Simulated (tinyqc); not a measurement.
# Resistance of a tapered via with liner, size effect and interface: several studies

A round via whose diameter grows from db at the bottom as D(z) = db + 2 z/tan(ang). The fill, of diameter D - 2 tl, starts above the bottom liner (thickness fb tl) and has rho = rho0 (1 + ks lam/(D - 2 tl)); the sidewall liner conducts in parallel with it. The bottom liner and the interface are crossed over the full area pi db^2/4. Spreading in the lines above and below is left out.

Parameters, values chosen for the exercise; fill metal close to molybdenum:
- db = 25 nm (diameter at the bottom)
- hv = 36 nm (height)
- ang = 88 degrees (sidewall angle)
- rho0 = 5.18 uohm cm (bulk resistivity of the fill)
- lam = 11.4 nm (mean free path of the fill)
- ks = 0.6 (size-effect factor)
- tl = 0.4 nm (liner on the sidewall)
- fb = 0.5 (liner at the bottom over that on the sidewall)
- rl = 390 uohm cm (resistivity of the liner)
- ri = 3e-12 ohm cm^2 (interface resistivity at the bottom)
- Sb = 1.3e15 S/m^2 (ballistic conductance per area, about 3/(4 rho0 lam))
- rho2 = 5.41 uohm cm (bulk resistivity of the second fill (close to tungsten))
- lam2 = 15.9 nm (its mean free path)
- tl2 = 2.6 nm (its liner)

Each table varies one quantity; the others keep the values above.

## Via resistance against the diameter at the bottom

Slices between z0 = fb tl and hv, evaluated at their midpoints: conductance per length pi/4 [(D - 2 tl)^2/rho + (D^2 - (D - 2 tl)^2)/rl], slice resistance = slice height over that. 2000 slices. R_fill = sum of the slices; R_bottom = rl fb tl/(pi db^2/4); R_interface = ri/(pi db^2/4); ballistic (Sharvin) limit 1/(Sb pi (db - 2 tl)^2/4); ideal cylinder rho0 hv/(pi db^2/4).

Results:

| db (nm) | R_fill (ohm) | R_bottom (ohm) | R_interface (ohm) | R (ohm) | ballistic limit (ohm) | R over ideal cylinder | largest part |
|---|---|---|---|---|---|---|---|
| 6 | 122.3 | 27.59 | 10.61 | 160.5 | 36.22 | 2.433 | fill |
| 8.3 | 56.11 | 14.42 | 5.545 | 76.07 | 17.41 | 2.207 | fill |
| 11 | 29.07 | 8.208 | 3.157 | 40.43 | 9.414 | 2.061 | fill |
| 16 | 12.40 | 3.879 | 1.492 | 17.77 | 4.239 | 1.916 | fill |
| 22 | 6.119 | 2.052 | 0.7892 | 8.960 | 2.179 | 1.827 | fill |
| 30 | 3.119 | 1.103 | 0.4244 | 4.647 | 1.149 | 1.761 | fill |
| 42 | 1.521 | 0.5630 | 0.2165 | 2.300 | 0.5770 | 1.709 | fill |
| 80 | 0.3957 | 0.1552 | 0.05968 | 0.6105 | 0.1561 | 1.646 | fill |

Estimate the missing row, db = 58 nm.

Computed row:

| db (nm) | R_fill (ohm) | R_bottom (ohm) | R_interface (ohm) | R (ohm) | ballistic limit (ohm) | R over ideal cylinder | largest part |
|---|---|---|---|---|---|---|---|
| 58 | 0.7717 | 0.2952 | 0.1135 | 1.180 | 0.2993 | 1.672 | fill |

With this row back in the table: R falls from 160 to 0.611 ohm. The fill is the largest part at db = 6 and in all other rows. R goes as db^(-2.30) between the first two rows and db^(-2.05) between the last two; area alone gives -2.

## Via resistance against the interface resistivity at the bottom

Same model as above.

2000 slices.

The same in every row: R_fill (ohm) = 4.628; R_bottom (ohm) = 1.589; ballistic limit (ohm) = 1.672.

Results:

| ri (ohm cm^2) | R_interface (ohm) | R (ohm) | R over ideal cylinder | largest part |
|---|---|---|---|---|
| 2e-13 | 0.04074 | 6.258 | 1.647 | fill |
| 5e-13 | 0.1019 | 6.319 | 1.663 | fill |
| 1e-12 | 0.2037 | 6.421 | 1.690 | fill |
| 2e-12 | 0.4074 | 6.624 | 1.744 | fill |
| 6e-12 | 1.222 | 7.439 | 1.958 | fill |
| 3e-11 | 6.112 | 12.33 | 3.245 | interface |

Estimate the missing row, ri = 1e-11 ohm cm^2.

Computed row:

| ri (ohm cm^2) | R_interface (ohm) | R (ohm) | R over ideal cylinder | largest part |
|---|---|---|---|---|
| 1e-11 | 2.037 | 8.254 | 2.173 | fill |

With this row back in the table: R rises from 6.26 to 12.3 ohm. The fill is the largest part at ri = 2e-13, the interface from 3e-11 on. The share of the two bottom terms goes from 26.0 to 62.5 %.

## Two fill metals against the diameter

2000 slices. R_fill = sum of the slices; R_bottom = rl fb tl/(pi db^2/4); R_interface = ri/(pi db^2/4). The second fill has rho2, lam2 and tl2 in place of rho0, lam and tl.

Two fill metals against the diameter:

| db (nm) | R, first fill (ohm) | R, second fill (ohm) | ratio second/first |
|---|---|---|---|
| 8.5 | 72.08 | 425.3 | 5.901 |
| 12 | 33.35 | 125.4 | 3.759 |
| 17 | 15.58 | 47.46 | 3.046 |
| 24 | 7.446 | 20.53 | 2.757 |
| 35 | 3.364 | 8.795 | 2.615 |
| 49 | 1.671 | 4.267 | 2.553 |
| 70 | 0.8023 | 2.020 | 2.518 |
| 100 | 0.3874 | 0.9678 | 2.498 |

The ratio goes from 5.90 to 2.50. The first fill gives the lower R in every row.

Computed by the program tinyqc: `OMP_NUM_THREADS=1 python tinyqc.py 2750018 2750019 out.jsonl`, one thread of a shared Intel Xeon 2.30GHz, about 0.01 s for the whole run.
